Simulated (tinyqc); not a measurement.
Valley splitting of a silicon quantum well in envelope theory, step by step. Values are carried at full precision from step to step, so a last printed digit may differ when a step is redone from the rounded ones.

Constants: hbar^2/2m0 = 3.80998211 eV angstrom^2; kB = 8.617333262e-05 eV/K.

Inputs chosen for the exercise (near those of a strained Si well in SiGe; not measured data):
```
symbol  value  unit      meaning
k0      0.846  2 pi/a    valley position
a       5.431  angstrom  lattice constant
ml      0.927  m0        mass along z
F       3.8    mV/nm     field pressing towards the upper interface
w       1.1    angstrom  interface width parameter
L       94     angstrom  well width
V0      0.17   eV        conduction offset
C0      0.239            Bloch overlap factor
Yb      0.26             Ge share of the barrier
Yw      0.05             Ge share of the well
ad      120    angstrom  dot radius
```

## Wave number and lengths

q = 2 k0 (2 pi/a), its wavelength, the field length (c/(ml e F))^(1/3) with c = hbar^2/2m0 and 1 mV/nm = 1e-4 eV/angstrom, and the damping factor y/sinh(y), y = pi q w, of a step smoothed as 1/(1 + exp(z/w)).

q = 1.9575 1/angstrom
wavelength = 3.210 angstrom
field length = 22.1 angstrom
damping factor = 0.0156

## The envelope

The well lies at 0 < z < L; U(z) = V0 [1/(1 + exp(z/w)) + 1/(1 + exp((L - z)/w))] - e F z, 1 mV/nm = 1e-4 eV/angstrom. The envelope psi solves -(c/ml) psi'' + U psi = E psi, c = hbar^2/2m0, by three-point differences on a grid of 0.1 angstrom from -40 to L + 40 angstrom. The two valleys at +/- k0 couple through D = C0 times the integral of exp(-i q z) U(z) psi^2, q = 2 k0 (2 pi/a), and split by Ev = 2|D|.

Two lowest levels, mean position, and psi^2 at both interfaces.

levels (meV): -17.71  -1.83

<z> = 64.3 angstrom
psi^2 at z = 0 and L (1/angstrom): 1.60e-05  0.00195

The field makes psi^2 at the upper interface 121 times that at the lower one. The orbital spacing is 15.9 meV.

## Contributions to the coupling

Split D into the lower barrier, the upper barrier and the field term.

Parts of D (micro-eV):
```
part             real  imaginary   size
lower barrier   0.006      0.001  0.006
upper barrier  -0.370     -0.653  0.750
field term     -0.001     -0.004  0.004
```

## Valley splitting and phase

The inter-valley coupling D is the sum of the complex parts; Ev = 2|D|, the valley phase is arg D, and kB T equals Ev at T = Ev/kB.

Ev = 1.50 micro-eV
phase = -2.08 rad
T = 0.017 K

The upper barrier gives the largest part.

## Alloy disorder

Random alloy: with Y(z) = Yw + (Yb - Yw) B(z), B the bracket in U, and in-plane density exp(-r^2/ad^2)/(pi ad^2), D gains a random complex part of variance sigma^2 = (C0^2/pi)(a^2 V0/(8 ad (Yb - Yw)))^2 (4/a) times the integral of psi^4 Y (1 - Y). Alone it gives a mean splitting sqrt(pi) sigma; together with the smooth part the rms splitting is 2 sqrt(|D|^2 + sigma^2).

Give the integral, sigma, the mean splitting from disorder alone and the rms total.

integral = 0.000902 1/angstrom
sigma = 86.4 micro-eV
sqrt(pi) sigma = 153.2 micro-eV
rms splitting = 172.9 micro-eV

|D|/sigma = 0.01: disorder dominates, so the splitting scatters from dot to dot down to zero.

## Checks

- Lowest level for sharp walls and no field against the square well, meV: both 3.8.
- Size of one barrier part in that case against C0 V0 psi(0)^2/sqrt(q^2 + 4 kappa^2), micro-eV: 8.6 against 8.7.

tinyqc: `OMP_NUM_THREADS=1 python tinyqc.py 1281435 1281436 out.jsonl`; about 0.1 s, one thread, shared Intel(R) Xeon(R) Processor @ 2.30GHz.
